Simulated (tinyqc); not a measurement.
Shallow acceptor in the spherical model (Baldereschi-Lipari), strong spin-orbit limit: one step, computed by the program tinyqc. Command: `OMP_NUM_THREADS=1 python tinyqc.py 3000725 3000726 out.jsonl acceptor walk`. One thread of a shared host (Intel(R) Xeon(R) Processor @ 2.30GHz), about 0.01 s of CPU time with the checks.

The 1S(3/2) state has an s envelope f(r) and a d envelope g(r). In effective units they obey -(f'' + 2f'/r + 2f/r) + mu (g'' + 5g'/r + 3g/r^2) = E f and -(g'' + 2g'/r - 6g/r^2 + 2g/r) + mu (f'' - f'/r) = E g. The cubic term, the split-off band and the central cell are left out.

Task: Effective units and couplings. Ry* = Ry/(gamma_1 eps^2), a* = a_0 eps gamma_1, mu = (6 gamma_3 + 4 gamma_2)/(5 gamma_1), delta = (gamma_3 - gamma_2)/gamma_1; spherical masses 1/(gamma_1 (1 - mu)) (heavy) and 1/(gamma_1 (1 + mu)) (light).

Inputs (values chosen for the exercise, for a model semiconductor):
```
quantity                 value  unit
Luttinger gamma_1         5.33     -
Luttinger gamma_2        0.471     -
Luttinger gamma_3         1.33     -
dielectric constant eps   16.8     -
```

Constants: Ry = 13.605693123 eV; a_0 = 0.529177210903 angstrom.

Give: Ry*; a*; mu; delta; heavy-hole mass; light-hole mass.

Result:

Ry* = 9.044 meV

a* = 47.38 angstrom

mu = 0.3701

delta = 0.1612

heavy-hole mass = 0.2979 m_0

light-hole mass = 0.1369 m_0
